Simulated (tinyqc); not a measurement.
Born-Oppenheimer dynamics on the B3LYP (VWN-RPA form)/6-31g surface (energies and gradients from PySCF), for H2, spin multiplicity 1, step by step. Computed by tinyqc, a small Python program that keeps every step (integrals from PySCF). Settings: charge = 0, multiplicity = 1, basis = 6-31g, functional = b3lyp, time step (fs) = 2.0, steps = 24. Command: `OMP_NUM_THREADS=1 python tinyqc.py 29148 29149 out.jsonl` (the two numbers bound the seeds that draw the settings). One thread of a shared host (Intel(R) Xeon(R) Processor @ 2.60GHz), about 4 s of CPU time with the checks.

positions (bohr):
```
           x         y         z
1H  0.000000  0.000000  0.000000
2H  0.000000  0.000000  1.481545
```

The total energy should stay constant up to terms of order dt^2; the step counts as short enough if it moves by less than 2 % of the largest kinetic energy.

Trajectory:

| time (fs) | 1H-2H (angstrom) | potential (hartree) | kinetic (hartree) | total (hartree) |
|---|---|---|---|---|
| 0.000000 | 0.784000 | -1.17443159 | 0.00077508 | -1.17365652 |
| 2.000000 | 0.709223 | -1.17466337 | 0.00084914 | -1.17381423 |
| 4.000000 | 0.744090 | -1.17548127 | 0.00097901 | -1.17450226 |
| 6.000000 | 0.779155 | -1.17465584 | 0.00064236 | -1.17401348 |
| 8.000000 | 0.726622 | -1.17529961 | 0.00088755 | -1.17441206 |
| 10.000000 | 0.726042 | -1.17528601 | 0.00088552 | -1.17440049 |
| 12.000000 | 0.779236 | -1.17465232 | 0.00064472 | -1.17400760 |
| 14.000000 | 0.744652 | -1.17548008 | 0.00098312 | -1.17449695 |
| 16.000000 | 0.708696 | -1.17463647 | 0.00084868 | -1.17378779 |
| 18.000000 | 0.784234 | -1.17442013 | 0.00078106 | -1.17363907 |
| 20.000000 | 0.761044 | -1.17526601 | 0.00115451 | -1.17411149 |
| 22.000000 | 0.693115 | -1.17362224 | 0.00085532 | -1.17276692 |
| 24.000000 | 0.794330 | -1.17387351 | 0.00101197 | -1.17286154 |
| 26.000000 | 0.775763 | -1.17479799 | 0.00145544 | -1.17334256 |
| 28.000000 | 0.677264 | -1.17212581 | 0.00090868 | -1.17121713 |
| 30.000000 | 0.812824 | -1.17262191 | 0.00138712 | -1.17123479 |
| 32.000000 | 0.793485 | -1.17392311 | 0.00208176 | -1.17184135 |
| 34.000000 | 0.656102 | -1.16930905 | 0.00107613 | -1.16823292 |
| 36.000000 | 0.850519 | -1.16920339 | 0.00235721 | -1.16684618 |
| 38.000000 | 0.830596 | -1.17114368 | 0.00358802 | -1.16755566 |
| 40.000000 | 0.625909 | -1.16341218 | 0.00142801 | -1.16198417 |
| 42.000000 | 0.918043 | -1.16086795 | 0.00570299 | -1.15516496 |
| 44.000000 | 0.921386 | -1.16039850 | 0.00533163 | -1.15506688 |
| 46.000000 | 0.633100 | -1.16503681 | 0.00184339 | -1.16319342 |
| 48.000000 | 0.799333 | -1.17356587 | 0.00307146 | -1.17049442 |

Is the time step short enough?

No. The total energy moves within 1.9e-02 hartree; that is over 2 % of the largest kinetic energy, so the time step is too long.
